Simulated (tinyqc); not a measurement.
Resistance of a tapered via with liner, size effect and interface: two fill metals against the diameter.

A round via whose diameter grows from db at the bottom as D(z) = db + 2 z/tan(ang). The fill, of diameter D - 2 tl, starts above the bottom liner (thickness fb tl) and has rho = rho0 (1 + ks lam/(D - 2 tl)); the sidewall liner conducts in parallel with it. The bottom liner and the interface are crossed over the full area pi db^2/4. Spreading in the lines above and below is left out.

Slices between z0 = fb tl and hv, evaluated at their midpoints: conductance per length pi/4 [(D - 2 tl)^2/rho + (D^2 - (D - 2 tl)^2)/rl], slice resistance = slice height over that. 2000 slices. R_fill = sum of the slices; R_bottom = rl fb tl/(pi db^2/4); R_interface = ri/(pi db^2/4). The second fill has rho2, lam2 and tl2 in place of rho0, lam and tl.

Parameters, values chosen for the exercise; fill metal close to copper: height hv = 51 nm; sidewall angle ang = 89 degrees; bulk resistivity of the fill rho0 = 1.67 uohm cm; mean free path of the fill lam = 39.5 nm; size-effect factor ks = 0.7; liner on the sidewall tl = 1.7 nm; liner at the bottom over that on the sidewall fb = 1; resistivity of the liner rl = 240 uohm cm; interface resistivity at the bottom ri = 3.8e-12 ohm cm^2; ballistic conductance per area, about 3/(4 rho0 lam) Sb = 1.1e15 S/m^2; bulk resistivity of the second fill (close to cobalt) rho2 = 6.26 uohm cm; its mean free path lam2 = 11.8 nm; its liner tl2 = 1.5 nm.

Two fill metals against the diameter:
```
db (nm)  R, first fill (ohm)  R, second fill (ohm)  ratio second/first
6                      851.6                 868.4               1.020
8.5                    237.1                 280.6               1.183
12                     84.20                 107.1               1.272
17                     34.02                 44.72               1.315
24                     15.02                 20.01               1.333
35                     6.466                 8.667               1.340
49                     3.136                 4.211               1.343
70                     1.483                 1.991               1.343
100                   0.7093                0.9522               1.343
```

Read the table: what changes, and by how much?

The ratio goes from 1.02 to 1.34. The first fill gives the lower R in every row. Ratios within a few per cent of 1 are a tie, given that ballistic terms are left out.

tinyqc, about 0.01 s, one thread, Intel Xeon 2.30GHz (shared host): `OMP_NUM_THREADS=1 python tinyqc.py 2750079 2750080 out.jsonl`
